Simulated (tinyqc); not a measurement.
Convergence with the plane-wave basis: k.p theory built from an empirical-pseudopotential calculation at Gamma.

Empirical pseudopotential on the fcc lattice, atoms at +/- tau, tau = a (1,1,1)/8, no spin-orbit coupling. H(G,G') = c (2 pi/a)^2 |k + G|^2 delta + VS(q) cos(q.tau) + i VA(q) sin(q.tau), q = G - G', c = hbar^2/2m0; k and G in units of 2 pi/a; VS at |q|^2 = 3, 8, 11 and VA at 3, 4, 11, in rydberg, zero elsewhere. The basis holds all G with |G|^2 up to a cut-off. Energies are counted from the fourth level at Gamma.

For a multiplet A of d_A states, W(B) = (4 c/(3 d_A)) sum over n in A, m in B and i = x, y, z of |<n|G_i|m>|^2 (G in 1/angstrom, <n|G_i|m> = sum_G c_n(G)* G_i c_m(G)); the mean inverse mass of A is 1 + sum_B W(B)/(E_A - E_B). Multiplets with W = 0 are left out.

Valence parameters: D(u) = c + 4 c^2 sum_m <n|u.G|m><m|u.G|n'>/(0 - E_m) on the valence triplet, in units of c, has eigenvalues L, M, M along [100] and (L + 2M + 2N)/3, (L + 2M - N)/3 twice along [111]; g1 = -(L + 2M)/3, g2 = -(L - M)/6, g3 = -N/6.

Constants: hbar^2/2m0 = 3.80998211 eV angstrom^2; Ry = 13.60569312 eV.

Values chosen for the exercise (out of a larger set: near those of InAs; not measured data): a = 6.056 angstrom (lattice constant); VS = (-0.214, 0, 0.048) Ry (symmetric form factors); VA = (0.078, 0.049, 0.031) Ry (antisymmetric form factors).

E_s is the lowest empty singlet, Ep its W to the valence triplet, m its mass.

Results:

| cut-off | plane waves | E_s (eV) | Ep (eV) | m (m0) | g1 | g2 | g3 |
|---|---|---|---|---|---|---|---|
| 8 | 27 | 0.341 | 14.30 | 0.0233 | 15.30 | 6.66 | 7.31 |
| 11 | 51 | 0.279 | 14.65 | 0.0187 | 18.73 | 8.51 | 8.99 |
| 12 | 59 | 0.309 | 14.62 | 0.0207 | 17.08 | 7.63 | 8.16 |
| 16 | 65 | 0.299 | 14.68 | 0.0200 | 17.68 | 7.93 | 8.45 |
| 19 | 89 | 0.300 | 14.67 | 0.0201 | 17.60 | 7.89 | 8.41 |
| 20 | 113 | 0.318 | 14.66 | 0.0213 | 16.68 | 7.42 | 7.95 |
| 24 | 137 | 0.320 | 14.66 | 0.0214 | 16.59 | 7.38 | 7.91 |

What can be read from this table?

Against the last row, E_s errs most, by -0.041 eV, at cut-off 11, and by -0.002 eV in the last row but one. Ep varies by 2.6 % over the table and m by 21.4 %: the mass, near E_s/Ep, inherits the errors of both. Local form factors fix the converged values only roughly. The gap is a difference of two levels, so it need not converge steadily, and here it does not.

Run: tinyqc, `OMP_NUM_THREADS=1 python tinyqc.py 1080970 1080971 out.jsonl`; Intel(R) Xeon(R) Processor @ 2.30GHz, one thread, shared host; about 0.3 s of CPU time with all checks.
